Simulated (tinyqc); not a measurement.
RHF in the 6-311g basis, for He, spin multiplicity 1, step by step. Computed by tinyqc, a small Python program that keeps every step (integrals from PySCF). Settings: charge = 0, multiplicity = 1, basis = 6-311g, energy threshold = 1e-08, iteration cap = 61, orthogonalisation = canonical, start = highest core orbitals, DIIS depth = 3, method = RHF. Command: `OMP_NUM_THREADS=1 python tinyqc.py 20904 20905 out.jsonl` (the two numbers bound the seeds that draw the settings). One thread of a shared host (Intel(R) Xeon(R) Processor @ 2.60GHz), about 0.04 s of CPU time with the checks. Later iterations appear only in the table of the cycle.

## One-electron integrals

Geometry (angstrom):
```
atom        x        y        z
He    0.00000  0.00000  0.00000
```

Basis 6-311g: exponents (1/bohr^2) and contraction coefficients of normalised primitives:
```
element  l (shell)  exponent  coefficient
He           s (1)  98.12430      0.02875
He           s (1)  14.76890      0.20806
He           s (1)   3.31883      0.83764
He           s (2)   0.87405      1.00000
He           s (3)   0.24456      1.00000
```

Overlap, kinetic and nuclear-attraction integrals over the contracted functions; the nuclear repulsion is the sum of Za Zb / Rab.

nuclear repulsion = 0 hartree

overlap S, lower triangle:
```
         1He 1s   1He 2s   1He 3s
1He 1s  1.00000
1He 2s  0.68047  1.00000
1He 3s  0.32860  0.75157  1.00000
```

kinetic energy T (hartree), lower triangle:
```
         1He 1s   1He 2s   1He 3s
1He 1s  6.85710
1He 2s  1.43947  1.31107
1He 3s  0.22560  0.43087  0.36685
```

nuclear attraction V (hartree), lower triangle:
```
          1He 1s    1He 2s    1He 3s
1He 1s  -7.30629
1He 2s  -3.46483  -2.98378
1He 3s  -1.53507  -1.79389  -1.57832
```

core Hamiltonian H = T + V (hartree), lower triangle:
```
          1He 1s    1He 2s    1He 3s
1He 1s  -0.44919
1He 2s  -2.02535  -1.67271
1He 3s  -1.30947  -1.36303  -1.21148
```

## Two-electron integrals

Functions are numbered as in S; the eight-fold symmetry (ij|kl) = (ji|kl) = (kl|ij) leaves the list below.

Two-electron integrals (ij|kl) in chemists' order, unique and non-zero (hartree):
```
(11|11) 2.39512   (21|11) 1.34734   (21|21) 0.79871   (22|11) 1.35841
(22|21) 0.86385   (22|22) 1.05493   (31|11) 0.61412   (31|21) 0.36863
(31|22) 0.40680   (31|31) 0.17071   (32|11) 0.84271   (32|21) 0.54701
(32|22) 0.70042   (32|31) 0.25942   (32|32) 0.47668   (33|11) 0.76703
(33|21) 0.51024   (33|22) 0.69758   (33|31) 0.24418   (33|32) 0.49473
(33|33) 0.55802
```

## Orthogonalisation

S = U s U^T; canonical form X = U s^(-1/2), so that X^T S X = 1. Each column of U has its largest component positive (the first on a tie).

eigenvalues of S: 0.13571  0.67345  2.19085

X:
```
               1         2        3
1He 1s  -1.10203   0.91317  0.35340
1He 2s   2.06421  -0.04933  0.43791
1He 3s  -1.37601  -0.80535  0.37389
```

## Starting guess

The start is the highest orbitals of the core Hamiltonian (a deliberately bad start); D = 2 C_occ C_occ^T.

D at the start, lower triangle:
```
          1He 1s    1He 2s   1He 3s
1He 1s   4.05132
1He 2s  -5.09142   6.39855
1He 3s   2.23899  -2.81380  1.23739
```

## Iteration 1: building the Fock matrix

J_ij = sum D_kl (ij|kl), K_ij = sum D_kl (ik|jl); F = H + J - 0.5 K; E = tr D H + tr D J / 2 - 0.25 tr D K + E_nn.

Coulomb J (hartree), lower triangle:
```
         1He 1s   1He 2s   1He 3s
1He 1s  3.63222
1He 2s  2.05645  2.20009
1He 3s  0.94398  1.41693  1.37508
```

exchange K (hartree), lower triangle:
```
         1He 1s   1He 2s   1He 3s
1He 1s  1.98100
1He 2s  0.35238  0.28705
1He 3s  0.05673  0.15011  0.09978
```

Fock matrix F (hartree), lower triangle:
```
          1He 1s    1He 2s   1He 3s
1He 1s   2.19253
1He 2s  -0.14509   0.38386
1He 3s  -0.39385  -0.02115  0.11371
```

total energy of this density = 9.8605603 hartree

## Iteration 1: diagonalisation and new density

Diagonalise F' = X^T F X, C = X C', fill 1 alpha and 1 beta electrons from the bottom; D = 2 C_occ C_occ^T. Each column has its largest component positive (the first on a tie).

F' = X^T F X (hartree), lower triangle:
```
          1        2        3
1   4.09947
2  -2.22183  2.49368
3  -0.25101  0.59501  0.20741
```

orbital energies (hartree): MO1 0.02500, MO2 1.06190, MO3 5.71366

coefficients C:
```
            MO1       MO2       MO3
1He 1s  0.16002   0.17105  -1.45547
1He 2s  0.16106   1.29666   1.65767
1He 3s  0.79772  -1.25433  -0.68708
```

D after iteration 1, lower triangle:
```
         1He 1s   1He 2s   1He 3s
1He 1s  0.05121
1He 2s  0.05155  0.05188
1He 3s  0.25530  0.25697  1.27272
```

## Iteration 2: building the Fock matrix

As before.

Coulomb J (hartree), lower triangle:
```
         1He 1s   1He 2s   1He 3s
1He 1s  2.05491
1He 2s  1.31489  1.66885
1He 3s  0.62181  1.14298  1.21721
```

exchange K (hartree), lower triangle:
```
         1He 1s   1He 2s   1He 3s
1He 1s  1.02328
1He 2s  1.10952  1.43063
1He 3s  0.87022  1.23227  1.14936
```

Fock matrix F (hartree), lower triangle:
```
          1He 1s    1He 2s    1He 3s
1He 1s   1.09408
1He 2s  -1.26523  -0.71918
1He 3s  -1.12276  -0.83618  -0.56894
```

total energy of this density = -2.5342044 hartree

## Iteration 2: DIIS over 2 matrices

error matrix X^T (FDS - SDF) X:
```
         1         2         3
1  0.00000  -0.07358  -0.18925
2  0.07358   0.00000  -1.03955
3  0.18925   1.03955   0.00000
```

B (overlaps of the stored error matrices):
```
               1              2
1  2.1701546e+00  3.5890717e-01
2  3.5890717e-01  2.2438015e+00
```

Minimise |sum c_i e_i|^2 with sum c_i = 1: solve [B -1; -1 0][c; lambda] = [0; -1] with B_ij = tr e_i^T e_j, and take F = sum c_i F_i.

DIIS coefficients: 0.50996  0.49004

extrapolated F (hartree), lower triangle:
```
          1He 1s    1He 2s    1He 3s
1He 1s   1.65425
1He 2s  -0.69400  -0.15667
1He 3s  -0.75104  -0.42055  -0.22082
```

## Iteration 2: diagonalisation and new density

As before.

F' = X^T F X (hartree), lower triangle:
```
          1        2         3
1   4.19209
2  -2.29167  2.36962
3  -0.24010  0.45170  -0.40530
```

orbital energies (hartree): MO1 -0.48217, MO2 0.85841, MO3 5.78018

coefficients C:
```
            MO1       MO2       MO3
1He 1s  0.22045  -0.17451  -1.44714
1He 2s  0.35108  -1.20750   1.69524
1He 3s  0.57798   1.35943  -0.70688
```

D after iteration 2, lower triangle:
```
         1He 1s   1He 2s   1He 3s
1He 1s  0.09720
1He 2s  0.15479  0.24652
1He 3s  0.25483  0.40584  0.66812
```

## Iteration 3: building the Fock matrix

As before.

Coulomb J (hartree), lower triangle:
```
         1He 1s   1He 2s   1He 3s
1He 1s  2.49424
1He 2s  1.56394  1.90143
1He 3s  0.73480  1.27358  1.30331
```

exchange K (hartree), lower triangle:
```
         1He 1s   1He 2s   1He 3s
1He 1s  1.57306
1He 2s  1.54691  1.77090
1He 3s  1.09650  1.35936  1.11325
```

Fock matrix F (hartree), lower triangle:
```
          1He 1s    1He 2s    1He 3s
1He 1s   1.25853
1He 2s  -1.23487  -0.65673
1He 3s  -1.12291  -0.76913  -0.46479
```

total energy of this density = -2.7975714 hartree

## Iteration 3: DIIS over 3 matrices

error matrix X^T (FDS - SDF) X:
```
         1         2         3
1  0.00000  -0.00987  -0.05782
2  0.00987   0.00000  -0.48511
3  0.05782   0.48511   0.00000
```

B (overlaps of the stored error matrices), lower triangle:
```
               1              2              3
1  2.1701546e+00
2  3.5890717e-01  2.2438015e+00
3  2.4274910e-01  1.0319235e+00  4.7753569e-01
```

As before.

DIIS coefficients: -0.07204  -0.89120  1.96324

extrapolated F (hartree), lower triangle:
```
          1He 1s    1He 2s    1He 3s
1He 1s   1.33780
1He 2s  -1.28632  -0.67605
1He 3s  -1.17557  -0.76326  -0.41364
```

## Iteration 3: diagonalisation and new density

As before.

F' = X^T F X (hartree), lower triangle:
```
          1        2         3
1   4.58380
2  -2.57961  2.62996
3  -0.31001  0.29538  -0.97911
```

orbital energies (hartree): MO1 -1.00579, MO2 0.85089, MO3 6.38956

coefficients C:
```
            MO1       MO2       MO3
1He 1s  0.26646  -0.13384  -1.44372
1He 2s  0.49499  -1.15215   1.69784
1He 3s  0.38641   1.43211  -0.69393
```

D after iteration 3, lower triangle:
```
         1He 1s   1He 2s   1He 3s
1He 1s  0.14201
1He 2s  0.26379  0.49003
1He 3s  0.20593  0.38253  0.29862
```

## Iteration 7 (converged): orbitals

converged F (hartree), lower triangle:
```
          1He 1s    1He 2s    1He 3s
1He 1s   1.37350
1He 2s  -1.20623  -0.59445
1He 3s  -1.10584  -0.69840  -0.37193
```

As before.

F' = X^T F X (hartree), lower triangle:
```
          1        2         3
1   4.53247
2  -2.55145  2.58236
3  -0.30351  0.30310  -0.88872
```

orbital energies (hartree): MO1 -0.91687, MO2 0.82943, MO3 6.31355

coefficients C:
```
            MO1       MO2       MO3
1He 1s  0.26356  -0.13795  -1.44387
1He 2s  0.48749  -1.15399   1.69876
1He 3s  0.39745   1.42794  -0.69630
```

D after iteration 7, lower triangle:
```
         1He 1s   1He 2s   1He 3s
1He 1s  0.13893
1He 2s  0.25696  0.47529
1He 3s  0.20950  0.38750  0.31593
```

## Convergence

Stop when the energy changes by less than 1e-08 hartree and every element of the error matrix X^T (F D S - S D F) X is below 3e-05.

Course of the cycle:
```
iteration  E (hartree)     change  largest element of the error matrix
1            9.8605603          -                             7.64e-01
2           -2.5342044  -1.24e+01                             1.04e+00
3           -2.7975714  -2.63e-01                             4.85e-01
4           -2.8596585  -6.21e-02                             3.19e-02
5           -2.8598953  -2.37e-04                             5.37e-04
6           -2.8598954  -8.76e-08                             1.22e-05
7           -2.8598954  -5.34e-11                             5.94e-09
```

PySCF RHF in the same basis = -2.8598954 hartree

Converged in 7 iterations.

## Populations

Mulliken: Z minus the diagonal of D S on the atom; Loewdin: the same with S^(1/2) D S^(1/2).

Charges (e):
```
atom  Mulliken  Loewdin
1He          0        0
```
